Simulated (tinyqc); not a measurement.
Inside a calculation. Method: FCI on RHF in the sto-6g basis, for Li+, spin multiplicity 1. One step of it, computed by the program tinyqc.

Task: Iteration 1: building the Fock matrix. J_ij = sum D_kl (ij|kl), K_ij = sum D_kl (ik|jl); F = H + J - 0.5 K; E = tr D H + tr D J / 2 - 0.25 tr D K + E_nn.

D at the start, lower triangle:
```
,1Li 1s,1Li 2s,1Li 2px,1Li 2py,1Li 2pz
1Li 1s,2.029372
1Li 2s,-0.066986,0.002211
1Li 2px,0.000000,0.000000,0.000000
1Li 2py,0.000000,0.000000,0.000000,0.000000
1Li 2pz,0.000000,0.000000,0.000000,0.000000,0.000000
```

core Hamiltonian H = T + V (hartree), lower triangle:
```
,1Li 1s,1Li 2s,1Li 2px,1Li 2py,1Li 2pz
1Li 1s,-4.450402
1Li 2s,-0.939085,-1.093522
1Li 2px,0.000000,0.000000,-0.879985
1Li 2py,0.000000,0.000000,0.000000,-0.879985
1Li 2pz,0.000000,0.000000,0.000000,0.000000,-0.879985
```

Two-electron integrals (ij|kl) in chemists' order, unique and non-zero (hartree):
```
i,j,k,l,(ij|kl)
1,1,1,1,1.681247
2,1,1,1,0.242603
2,1,2,1,0.044507
2,2,1,1,0.397190
2,2,2,1,0.090279
2,2,2,2,0.290625
3,1,3,1,0.009437
3,2,3,1,0.014261
3,2,3,2,0.064236
3,3,1,1,0.397190
3,3,2,1,0.090279
3,3,2,2,0.290625
3,3,3,3,0.313125
4,1,4,1,0.009437
4,2,4,1,0.014261
4,2,4,2,0.064236
4,3,4,3,0.016875
4,4,1,1,0.397190
4,4,2,1,0.090279
4,4,2,2,0.290625
4,4,3,3,0.279374
4,4,4,4,0.313125
5,1,5,1,0.009437
5,2,5,1,0.014261
5,2,5,2,0.064236
5,3,5,3,0.016875
5,4,5,4,0.016875
5,5,1,1,0.397190
5,5,2,1,0.090279
5,5,2,2,0.290625
5,5,3,3,0.279374
5,5,4,4,0.279374
5,5,5,5,0.313125
```

nuclear repulsion = 0 hartree

Give: Coulomb J; exchange K; Fock matrix F; total energy of this density.

Result:

Coulomb J (hartree), lower triangle:
```
,1Li 1s,1Li 2s,1Li 2px,1Li 2py,1Li 2pz
1Li 1s,3.3803
1Li 2s,0.4866,0.7946
1Li 2px,0.0000,0.0000,0.7946
1Li 2py,0.0000,0.0000,0.0000,0.7946
1Li 2pz,0.0000,0.0000,0.0000,0.0000,0.7946
```

exchange K (hartree), lower triangle:
```
,1Li 1s,1Li 2s,1Li 2px,1Li 2py,1Li 2pz
1Li 1s,3.3795
1Li 2s,0.4629,0.0789
1Li 2px,0.0000,0.0000,0.0174
1Li 2py,0.0000,0.0000,0.0000,0.0174
1Li 2pz,0.0000,0.0000,0.0000,0.0000,0.0174
```

Fock matrix F (hartree), lower triangle:
```
,1Li 1s,1Li 2s,1Li 2px,1Li 2py,1Li 2pz
1Li 1s,-2.7599
1Li 2s,-0.6840,-0.3384
1Li 2px,0.0000,0.0000,-0.0941
1Li 2py,0.0000,0.0000,0.0000,-0.0941
1Li 2pz,0.0000,0.0000,0.0000,0.0000,-0.0941
```

total energy of this density = -7.209038 hartree
